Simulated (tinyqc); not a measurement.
Estimate of lattice thermal conductivity from elastic moduli (Slack, Klemens and Cahill formulas): one step, computed by the program tinyqc. Command: `OMP_NUM_THREADS=1 python tinyqc.py 3015131 3015132 out.jsonl slack walk`. One thread of a shared host (Intel(R) Xeon(R) Processor @ 2.30GHz), about 0.01 s of CPU time with the checks.

An isotropic solid.

Question. Minimum conductivity. Cahill minimum: kappa_min = (pi/6)^(1/3) k_B V^(-2/3) sum over L, T, T of v (T/Theta_i)^2 int_0^(Theta_i/T) x^3 e^x/(e^x - 1)^2 dx, Theta_i = Theta v_i/v_m (64 Gauss-Legendre points). Its high-temperature limit is (1/2) (pi/6)^(1/3) k_B V^(-2/3) (vL + 2 vT).

Inputs (values chosen for the exercise, for a model crystal): volume per atom V = 29.6 angstrom^3; temperature T = 1200 K.

Grueneisen parameter: from thermal expansion.

vL = 2065.530 m/s

vT = 969.6568 m/s

Debye temperature Theta = 105.0493 K

v_m = 1091.475 m/s

kappa of the polycrystal = 0.03188616 W/(m K)

Constants: k_B = 1.380649e-23 J/K.

Give: kappa_min; its high-temperature limit; kappa_poly/kappa_min.

Answer.

kappa_min = 0.2327 W/(m K)

its high-temperature limit = 0.2329 W/(m K)

kappa_poly/kappa_min = 0.1370

Caution: the estimate comes near or below kappa_min; the free path cannot fall under half a wavelength, so the true value levels off near kappa_min.
